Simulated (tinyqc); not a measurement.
# Worked calculation: semiconductor laser, carrier and photon rate equations

tinyqc, about 0.01 s, one thread, Intel Xeon 2.30GHz (shared host): `OMP_NUM_THREADS=1 python tinyqc.py 2840005 2840006 out.jsonl` Printed values are rounded.

Carrier density N and photon density S in one mode: dN/dt = F1 = eta I/(q V) - (A N + B N^2 + C N^3) - vg g S; dS/dt = F2 = G vg g S + G be B N^2 - S/tp, with g = g0 ln(N/Ntr)/(1 + ec S). Output power P = Fo Eph S V/(G tp). No heating, no carrier transport.

Values chosen for this exercise:

| symbol | value | unit | meaning |
|---|---|---|---|
| V | 3.7e-11 | cm^3 | active volume |
| G | 0.115 |  | confinement factor |
| vg | 7.22e9 | cm/s | group velocity |
| g0 | 1600 | 1/cm | gain coefficient |
| Ntr | 2.1e18 | cm^-3 | transparency density |
| ec | 1.2e-17 | cm^3 | gain compression |
| tp | 1.4 | ps | photon lifetime |
| A | 6.9e7 | 1/s | defect recombination coefficient |
| B | 5.5e-11 | cm^3/s | radiative coefficient |
| C | 2.8e-29 | cm^6/s | Auger coefficient |
| be | 3.3e-5 |  | share of spontaneous emission into the mode |
| eta | 0.88 |  | injection efficiency |
| Fo | 0.41 |  | share of cavity losses that is output |
| Eph | 1.27 | eV | photon energy |
| I | 87 | mA | drive current |
| dt | 2 | ps | time step |

Constants: q = 1.602176634e-19 C. Results are converted to the units shown.

## Threshold

gth = 1/(G vg tp), Nth = Ntr exp(gth/g0), Ith = q V (A Nth + B Nth^2 + C Nth^3)/eta. Above it S is near G tp eta (I - Ith)/(q V). Carrier lifetime at threshold Nth/(A Nth + B Nth^2 + C Nth^3).

gth = 860.274 1/cm
Nth = 3.59523e18 cm^-3
Ith = 15.2255 mA
estimate of S = 1.71541e15 cm^-3
carrier lifetime = 1.59069 ns

## Iteration 1: steady state by Newton steps

(N, S) at the start (Nth and the estimate of S): N (1e18 cm^-3) 3.595, S (1e15 cm^-3) 1.72

Jacobian, with a = g0/(N (1 + ec S)) and d = g/(1 + ec S): J11 = -(A + 2 B N + 3 C N^2) - vg a S, J12 = -vg d, J21 = G vg a S + 2 G be B N, J22 = G vg d - 1/tp. Solve J d = -F and add d to (N, S).

F1, F2 (1e27 cm^-3/s): 0.189128  -0.0249872

J (1/ns):
```
           N         S
F1  -6.96526  -5961.79
F2  0.622749  -28.6799
```

(N, S) after iteration 1: N (1e18 cm^-3) 3.63446, S (1e15 cm^-3) 1.70562

## Iteration 2: steady state by Newton steps

As before.

F1, F2 (1e27 cm^-3/s): 0.00236247  -3.35810e-4

J (1/ns):
```
           N         S
F1  -6.89089  -6084.91
F2  0.610941  -14.5209
```

(N, S) after iteration 2: N (1e18 cm^-3) 3.63501, S (1e15 cm^-3) 1.70539

## Course of the iteration: steady state by Newton steps

Stop when the largest change of (N, S) is below 1e-9, or after 40 iterations. N is counted in 1e18 and S in 1e15 cm^-3, and S must be positive.

Course of the iteration:
```
iteration  S (1e15 cm^-3)  largest |change| of one entry
1                 1.70562                         0.0395
2                 1.70539                        5.44e-4
3                 1.70539                        1.12e-7
4                 1.70539                       4.88e-15
```

Converged in 4 iterations. The change falls from 0.039 in the first iteration to below the tolerance in the last.

## Power, relaxation frequency, damping and bandwidth

N = 3.63501e18 cm^-3
S = 1.70539e15 cm^-3

Jacobian, with a = g0/(N (1 + ec S)) and d = g/(1 + ec S): J11 = -(A + 2 B N + 3 C N^2) - vg a S, J12 = -vg d, J21 = G vg a S + 2 G be B N, J22 = G vg d - 1/tp. wR^2 = det J, gamma = -trace J, fR = wR/(2 pi); the response wR^2/(wR^2 - w^2 + i gamma w) falls to 1/sqrt(2) at w^2 = x + sqrt(x^2 + wR^4), x = wR^2 - gamma^2/2 (f3dB = w/(2 pi)).

P = 32.6962 mW
fR = 9.83188 GHz
gamma = 21.2159 1/ns
f3dB = 14.9567 GHz

f3dB is 1.52 times fR (1.55 without damping). gamma/wR = 0.34: the response has a resonance peak.

## One Runge-Kutta step of a transient

(N, S) at the start: N (1e18 cm^-3) 3.708, S (1e15 cm^-3) 0.853

y = (N, S), k1 = F(y), k2 = F(y + dt k1/2), k3 = F(y + dt k2/2), k4 = F(y + dt k3), y(new) = y + dt (k1 + 2 k2 + 2 k3 + k4)/6.

slopes per ps, N in 1e18 and S in 1e15 cm^-3:
```
         dN/dt      dS/dt
k1  0.00492960  0.0284722
k2  0.00472499  0.0307392
k3  0.00471127  0.0307364
k4  0.00449235  0.0330748
```

(N, S) after the step: N (1e18 cm^-3) 3.71743, S (1e15 cm^-3) 0.914499
